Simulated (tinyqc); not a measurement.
Plane-wave Kohn-Sham cycle with exchange-only LDA in a layered model solid, step by step. One step of it, computed by the program tinyqc.

Task: Iteration 1: potential. V_H(G) = 4 pi rho(G)/G^2 for G != 0 (uniform background); v_x = -(3 rho/pi)^(1/3); V = V_ext + V_H + v_x; Fourier components f(G_m) = (1/N) sum_j f(x_j) exp(-i G_m x_j).

A solid whose potential varies along x alone (atomic units):
```
parameter                      value
period a                   17.900000
cross-section of the cell  38.000000
electrons per cell                 4
grid points                       16
plane waves -n..n, n               3
k points                           3
V1 in V1 cos(2 pi x/a)     -0.490000
V2 in V2 cos(4 pi x/a)     -0.200000
```

density at the start, on the grid x_j = j a/N (e/bohr^3): [0.00588062, 0.00588062, 0.00588062, 0.00588062, 0.00588062, 0.00588062, 0.00588062, 0.00588062, 0.00588062, 0.00588062, 0.00588062, 0.00588062, 0.00588062, 0.00588062, 0.00588062, 0.00588062]

Give: Potentials on the grid; V(G_m), m = 0, 1, 2, ....

Result:

Potentials on the grid (hartree):
```
x          V_ext     V_H      v_x        V
0.0000   -0.6900  0.0000  -0.1777  -0.8677
1.1187   -0.5941  0.0000  -0.1777  -0.7719
2.2375   -0.3465  0.0000  -0.1777  -0.5242
3.3563   -0.0461  0.0000  -0.1777  -0.2238
4.4750    0.2000  0.0000  -0.1777   0.0223
5.5938    0.3289  0.0000  -0.1777   0.1512
6.7125    0.3465  0.0000  -0.1777   0.1687
7.8312    0.3113  0.0000  -0.1777   0.1335
8.9500    0.2900  0.0000  -0.1777   0.1123
10.0687   0.3113  0.0000  -0.1777   0.1335
11.1875   0.3465  0.0000  -0.1777   0.1687
12.3063   0.3289  0.0000  -0.1777   0.1512
13.4250   0.2000  0.0000  -0.1777   0.0223
14.5437  -0.0461  0.0000  -0.1777  -0.2238
15.6625  -0.3465  0.0000  -0.1777  -0.5242
16.7812  -0.5941  0.0000  -0.1777  -0.7719
```

V(G_m), m = 0, 1, 2, ... (hartree): [-0.1777, -0.2450, -0.1000, 0.0000, 0.0000, 0.0000, 0.0000]
